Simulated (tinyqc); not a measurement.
Worked calculation: CCSD on RHF in the sto-3g basis, for H3-, spin multiplicity 1. The basis has no diffuse functions, so it cannot describe the extra electron: this is an exercise in the method, not the real anion. One step of it, computed by the program tinyqc.

Task: CCSD: starting amplitudes. t_ij^ab = <ij||ab> / (e_i + e_j - e_a - e_b), whose energy is MP2.

orbital energies (hartree): MO1 -0.140282, MO2 0.224012, MO3 0.998696

Two-electron integrals over orbitals (pq|rs), unique and non-zero (hartree):
```
(11|11) 0.545489    (21|11) -0.015749   (21|21) 0.152132    (22|11) 0.480942
(22|21) 0.017363    (22|22) 0.543689    (31|11) 0.071250    (31|21) 0.010224
(31|22) -0.051744   (31|31) 0.139680    (32|11) 0.015857    (32|21) -0.134494
(32|22) -0.019001   (32|31) -0.004683   (32|32) 0.136850    (33|11) 0.559402
(33|21) -0.008105   (33|22) 0.489788    (33|31) 0.094399    (33|32) 0.010572
(33|33) 0.610139
```

Give: Starting amplitudes; correlation energy.

Result:

Starting amplitudes (spin orbitals 1a, 1b, ...; amplitudes related by a flip of all spins are not repeated):
```
from      to        t
2a 2b  3a 3b  -0.0883
1a 1b  3a 3b  -0.0613
1a 2b  3a 3b   0.0024
```

correlation energy = -0.020675 hartree
